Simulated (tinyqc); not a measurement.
Adsorption as a lattice gas: isotherms with interactions, competition, desorption peaks and saturation dose: one step, computed by the program tinyqc.

One adsorbate per site; a molecule needs 1 empty site. Gas and surface have the same temperature.

Task: Desorption peak without interaction. The peak obeys E/(k_B T_p^2) = (nu/beta) exp(-E/(k_B T_p)) exactly. Redhead's shortcut, with the constant 3.46 (3.64 is also in use), reads E back as k_B T_p [ln(nu' T_p/beta) - 3.46], nu' = nu.

Inputs (values chosen for the exercise, for a model surface): desorption energy E = 1.57 eV; prefactor nu = 6.2e+13 1/s; heating rate beta = 7.9 K/s.

Adsorption: molecular (first order).

Constants: k_B = 8.617333262e-05 eV/K.

Give: peak temperature T_p; E by Redhead's shortcut.

Result:

peak temperature T_p = 560.0 K

E by Redhead's shortcut = 1.571 eV

The shortcut misses by +0.07 %, since 3.46 stands for ln(E/(k_B T_p)) = 3.48. A prefactor wrong by a factor 100 would shift E by 0.222 eV.
